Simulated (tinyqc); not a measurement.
# Inputs raised by 2 %, one at a time

Model: space-charge-limited current through a thin insulating or semi-insulating film with traps. Computed by tinyqc, a small Python program. Command: `OMP_NUM_THREADS=1 python tinyqc.py 3009849 3009850 out.jsonl sclc sens`. One thread of a shared host (Intel(R) Xeon(R) Processor @ 2.30GHz), about 0.01 s of CPU time with the checks.

One ohmic injecting contact at x = 0 (field zero), drift only, non-degenerate free carriers.

Inputs (values chosen for the exercise, modelled on HfO2):
```
quantity                                            value        unit
permittivity eps                                       22           -
band mobility mu                                    0.057  cm^2/(V s)
effective density of states N_c                     1e+20      1/cm^3
trap density N_t                                  7.3e+17      1/cm^3
equilibrium Fermi level below the band edge, E_0     0.81          eV
thickness d                                           140          nm
free density at the anode, in units of N_c          2e-08           -
temperature T                                         400           K
trap level E_t below the band edge                   0.24          eV
```

Traps: single level.

Constants: k_B = 8.617333262e-05 eV/K; e = 1.602176634e-19 C; eps_0 = 8.8541878128e-12 F/m.

Method:
- Free density n_0 = N_c exp(-E_0/k_B T) in equilibrium; trapped density n_t(n) = N_t/(1 + n_1/n), n_1 = N_c exp(-E_t/k_B T).
- theta = n/(n + n_t) at the anode density; trap-filled-limit voltage V_TFL = e (N_t - n_t(n_0)) d^2/(2 eps eps_0).
- J = e mu n F and (eps eps_0/e) dF/dx = n - n_0 + n_t(n) - n_t(n_0) = rho(n). With F = J/(e mu n): d = (eps eps_0 J/(e^2 mu)) I_1 and V = (eps eps_0 J^2/(e^3 mu^2)) I_2, I_k = int_(n_L)^infinity dn/(n^(k+1) rho(n)), n_L the density at the anode; with u = n_L/n, 200 Gauss-Legendre points in t, u = 1 - (1 - t)^2.
- Anode field J/(e mu n_L); Mott-Gurney current (9/8) eps eps_0 mu V^2/d^3; ohmic current e n_0 mu V/d.

Runs:
```
input moved                                    from         to  current density J (A/cm^2)  voltage V (V)    theta  V_TFL (V)
base run                                          -          -                  7.3141e-07     3.7384e-04  0.11478     5.8842
permittivity eps                                 22      22.44                  7.1707e-07     3.6651e-04  0.11478     5.7688
band mobility mu (cm^2/(V s))                 0.057    0.05814                  7.4604e-07     3.7384e-04  0.11478     5.8842
trap density N_t (1/cm^3)                   7.3e+17  7.446e+17                  7.4436e-07     3.8046e-04  0.11278     6.0019
thickness d (nm)                                140      142.8                  7.4604e-07     3.8895e-04  0.11478     6.1219
trap level E_t below the band edge (eV)        0.24     0.2448                  8.2815e-07     4.2329e-04  0.10137     5.8842
temperature T (K)                               400        408                  6.4800e-07     3.3126e-04  0.12940     5.8842
free density at the anode, in units of N_c    2e-08   2.04e-08                  7.6099e-07     3.8134e-04  0.11478     5.8842
```

Exponents ln(y'/y) / ln(x'/x):
```
input                                       current density J  voltage V   theta  V_TFL
permittivity eps                                       -1.000     -1.000   0.000     -1
band mobility mu                                        1.000      0.000   0.000      0
trap density N_t                                        0.886      0.886  -0.886      1
thickness d                                             1.000      2.000   0.000      2
trap level E_t below the band edge                      6.273      6.273  -6.273      0
temperature T                                          -6.115     -6.107   6.053      0
free density at the anode, in units of N_c              2.002      1.002   0.000      0
```

To which inputs is each result most sensitive?

Among the inputs moved here: current density J answers most in size to trap level E_t below the band edge (exponent +6.273), next to temperature T (-6.115). Its exponent +1.000 in band mobility mu: the mobility only scales the current. Its exponent +1.000 in thickness d: at a fixed anode density J scales as d. Voltage V answers most in size to trap level E_t below the band edge (exponent +6.273), next to temperature T (-6.107); its exponent is below 0.0005 for band mobility mu. Its exponent +2.000 in thickness d: at a fixed anode density V scales as d^2. Theta answers most in size to trap level E_t below the band edge (exponent -6.273), next to temperature T (+6.053); its exponent is below 0.0005 for permittivity eps, band mobility mu, thickness d, free density at the anode, in units of N_c. V_TFL answers most in size to thickness d (exponent +2.000), next to permittivity eps (-1.000); its exponent is below 0.0005 for band mobility mu, trap level E_t below the band edge, temperature T, free density at the anode, in units of N_c. Its exponent +1.000 in trap density N_t: the charge of the filled traps.

Caution (all rows): V is below 10 k_B T/e, where diffusion from the contact, left out here, dominates.
